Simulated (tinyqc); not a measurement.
# Threshold-voltage variability of a planar MOSFET, analytic estimates: several studies

Three independent sources add in quadrature: random dopants in the depleted layer, metal-gate grains of two orientations, and roughness of the two gate edges acting through the roll-off VT = VT(long) - Vr exp(-L/l). These are first-order estimates: no three-dimensional electrostatics, no percolation.

Parameters, values chosen for the exercise; material values those of a made-up semiconductor: temperature T = 300 K; band gap Eg = 0.929 eV; relative permittivity of the semiconductor eps_r = 10.5; conduction-band density of states at T Nc = 2.81e19 cm^-3; valence-band density of states at T Nv = 3.41e19 cm^-3; channel doping Na = 4.5e18 cm^-3; oxide-equivalent thickness in inversion ti = 1.6 nm; gate length L = 32 nm; gate width W = 53 nm; metal grain size G = 10 nm; work-function difference of the two grain orientations dW = 0.2 eV; share of the orientation of higher work function p = 0.4; rms roughness of one gate edge De = 1 nm; correlation length of the roughness La = 30 nm; decay length of the threshold roll-off l = 6.8 nm; prefactor of the roll-off Vr = 1.2 V.

Constants: q = 1.602176634e-19 C, kB = 1.380649e-23 J/K, Vt = kB T/q, eps0 = 8.8541878128e-14 F/cm where lengths are in cm. Results are converted to the units shown.

Each table varies one quantity; the others keep the values above.

## Effect of the channel doping

ni = sqrt(Nc Nv) exp(-Eg/(2 Vt)), Eg in volts; Cox = 3.9 eps0/ti; Wd = sqrt(4 eps0 eps_r Vt ln(Na/ni)/(q Na)); dopants: s1 = (q/Cox) sqrt(Na Wd/(3 L W)). Grains: Ng = L W/G^2 (at least 1), s2 = dW sqrt(p (1 - p)/Ng). Edges, with exponential correlation and u = W/La: the mean gate length has sL^2 = 2 De^2 (2/u)[1 - (1 - exp(-u))/u]; s3 = sL (Vr/l) exp(-L/l). s = sqrt(s1^2 + s2^2 + s3^2). l and Vr are held fixed.

The same in every row: s2 (mV) = 23.79; s3 (mV) = 1.749.

Result of one run:

| Na (cm^-3) | s1 (mV) | s (mV) | s sqrt(L W) (mV um) |
|---|---|---|---|
| 1.5e17 | 10.75 | 26.17 | 1.078 |

What becomes of these results when the channel doping Na is changed from 1.5e17 to 4.7e17 cm^-3, all else the same?

Result of the changed run:

| Na (cm^-3) | s1 (mV) | s (mV) | s sqrt(L W) (mV um) |
|---|---|---|---|
| 4.7e17 | 14.61 | 27.98 | 1.152 |

The whole series:

| Na (cm^-3) | s1 (mV) | s (mV) | s sqrt(L W) (mV um) |
|---|---|---|---|
| 1.5e17 | 10.75 | 26.17 | 1.078 |
| 2.6e17 | 12.46 | 26.92 | 1.108 |
| 4.7e17 | 14.61 | 27.98 | 1.152 |
| 8.2e17 | 16.96 | 29.27 | 1.205 |
| 1.5e18 | 19.93 | 31.09 | 1.280 |
| 2.6e18 | 23.08 | 33.19 | 1.367 |
| 4.5e18 | 26.70 | 35.80 | 1.474 |
| 8e18 | 31.10 | 39.20 | 1.614 |

As Na goes from 1.5e17 to 8e18 cm^-3, s rises from 26.2 to 39.2 mV. The largest source is the grains in the first row and the dopants in the last. s1 goes on average as Na^(0.27), near the 1/4 expected from Na Wd. For Na = 1.5e17 to 8.2e17 cm^-3 the depletion depth exceeds L, so source and drain share much of the charge and s1 is rough.

## Scaling length and width together

Same model as above.

l and Vr are held fixed. W = 1.65625 L in every row; l is held fixed.

Results:

| L (nm) | s1 (mV) | s2 (mV) | s3 (mV) | s (mV) | s sqrt(L W) (mV um) |
|---|---|---|---|---|---|
| 21 | 40.68 | 36.25 | 9.544 | 55.32 | 1.495 |
| 31 | 27.56 | 24.56 | 2.040 | 36.97 | 1.475 |
| 38 | 22.48 | 20.03 | 0.6955 | 30.12 | 1.473 |
| 47 | 18.18 | 16.20 | 0.1750 | 24.35 | 1.473 |
| 57 | 14.99 | 13.36 | 0.03799 | 20.08 | 1.473 |
| 70 | 12.21 | 10.88 | 0.005249 | 16.35 | 1.473 |

Estimate the missing row, L = 25 nm.

Computed row:

| L (nm) | s1 (mV) | s2 (mV) | s3 (mV) | s (mV) | s sqrt(L W) (mV um) |
|---|---|---|---|---|---|
| 25 | 34.17 | 30.45 | 5.145 | 46.06 | 1.482 |

With this row back in the table: As L goes from 21 to 70 nm, s falls from 55.3 to 16.3 mV. The dopants are the largest source in the first and the last row. The product s sqrt(L W) falls from 1.50 to 1.47 mV um: s1 and s2 go as 1/sqrt(L W), so the change comes from s3 alone.

## Effect of the metal grain size

Same model as above.

l and Vr are held fixed.

The same in every row: s1 (mV) = 26.70; s3 (mV) = 1.749.

Result of one run:

| G (nm) | s2 (mV) | s (mV) | s sqrt(L W) (mV um) |
|---|---|---|---|
| 14 | 33.31 | 42.72 | 1.759 |

What becomes of these results when the metal grain size G is changed from 14 to 20 nm, all else the same?

Result of the changed run:

| G (nm) | s2 (mV) | s (mV) | s sqrt(L W) (mV um) |
|---|---|---|---|
| 20 | 47.58 | 54.59 | 2.248 |

The whole series:

| G (nm) | s2 (mV) | s (mV) | s sqrt(L W) (mV um) |
|---|---|---|---|
| 2 | 4.758 | 27.18 | 1.119 |
| 3 | 7.137 | 27.69 | 1.140 |
| 5 | 11.90 | 29.28 | 1.206 |
| 7 | 16.65 | 31.52 | 1.298 |
| 10 | 23.79 | 35.80 | 1.474 |
| 14 | 33.31 | 42.72 | 1.759 |
| 20 | 47.58 | 54.59 | 2.248 |

As G goes from 2 to 20 nm, s rises from 27.2 to 54.6 mV. The largest source is the dopants in the first row and the grains in the last.

Numbers from tinyqc (`OMP_NUM_THREADS=1 python tinyqc.py 2090137 2090138 out.jsonl`; about 0.01 s on one thread of a shared Intel Xeon 2.30GHz).
